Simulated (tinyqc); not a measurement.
Inside a calculation. Method: tight binding, honeycomb lattice. Computed by tinyqc, a small Python program that keeps every step. Settings: t1 = 2.14, t2 = 0, phi = 0, delta = 2.24, points = 7. Command: `OMP_NUM_THREADS=1 python tinyqc.py 31939 31940 out.jsonl` (the two numbers bound the seeds that draw the settings). One thread of a shared host (Intel(R) Xeon(R) Processor @ 2.60GHz), about 0.01 s of CPU time with the checks.

## Bloch Hamiltonian at k

Parameters chosen for this model:
```
parameter     value                        unit
t1         2.140000                 eV, nearest
t2                0       eV, second neighbours
phi               0  rad, phase of t2 (Haldane)
delta      2.240000          eV, +/- on A and B
```

k point k (fractions of the reciprocal vectors): 0.2200  0.0700

H_AB = -t1 (1 + exp(-i k.a1) + exp(-i k.a2)); H_AA = delta - 2 t2 sum cos(k.b + phi), H_BB = -delta - 2 t2 sum cos(k.b - phi), b = a1, a2 - a1, -a2.

H(k) at k (eV):
```
                 A                B
A           2.2400  -4.4773+3.0133i
B  -4.4773-3.0133i          -2.2400
```

## Levels at k

Diagonalise the Hermitian matrix.

eigenvalues (eV): -5.8433  5.8433

weights |c|^2 of the basis functions:
```
   band 1  band 2
A  0.3083  0.6917
B  0.6917  0.3083
```

## Bloch Hamiltonian at K

k point K (fractions of the reciprocal vectors): 0.3333  0.6667

As before.

H(k) at K (eV):
```
        A        B
A  2.2400   0.0000
B  0.0000  -2.2400
```

## Levels at K

As before.

eigenvalues (eV): -2.2400  2.2400

weights |c|^2 of the basis functions:
```
   band 1  band 2
A  0.0000  1.0000
B  1.0000  0.0000
```

## Bands along a path

The same steps at evenly spaced points between the labelled ones.

Bands along the path (eV):
```
k           band 1  band 2
G          -6.7996  6.7996
G-K 0.33   -5.8634  5.8634
G-K 0.67   -3.6511  3.6511
K          -2.2400  2.2400
K-M 0.33   -2.5128  2.5128
K-M 0.67   -2.9256  2.9256
M          -3.0979  3.0979
M-K' 0.33  -2.9256  2.9256
M-K' 0.67  -2.5128  2.5128
K'         -2.2400  2.2400
```

With 1 band(s) filled, the highest filled level on these points lies at K and the lowest empty one at K: a gap of 4.4800 eV, direct.

## Chern number of the lower band

On a 7 x 7 mesh, the phase of the product of overlaps around each plaquette (k1 then k2); the sum over 2 pi is an integer.

plaquette phases (rad):
```
         1        2        3        4        5        6        7
1   0.0000  -0.0176  -0.0529  -0.0534   0.0392   0.0323   0.0136
2   0.0176   0.0000  -0.0391  -0.1396  -0.0867   0.0361   0.0323
3   0.0529   0.0391   0.0000  -0.1226  -0.2832  -0.0867   0.0392
4   0.0534   0.1396   0.1226   0.0000  -0.1226  -0.1396  -0.0534
5  -0.0392   0.0867   0.2832   0.1226   0.0000  -0.0391  -0.0529
6  -0.0323  -0.0361   0.0867   0.1396   0.0391   0.0000  -0.0176
7  -0.0136  -0.0323  -0.0392   0.0534   0.0529   0.0176   0.0000
```

Chern number = 0.0000
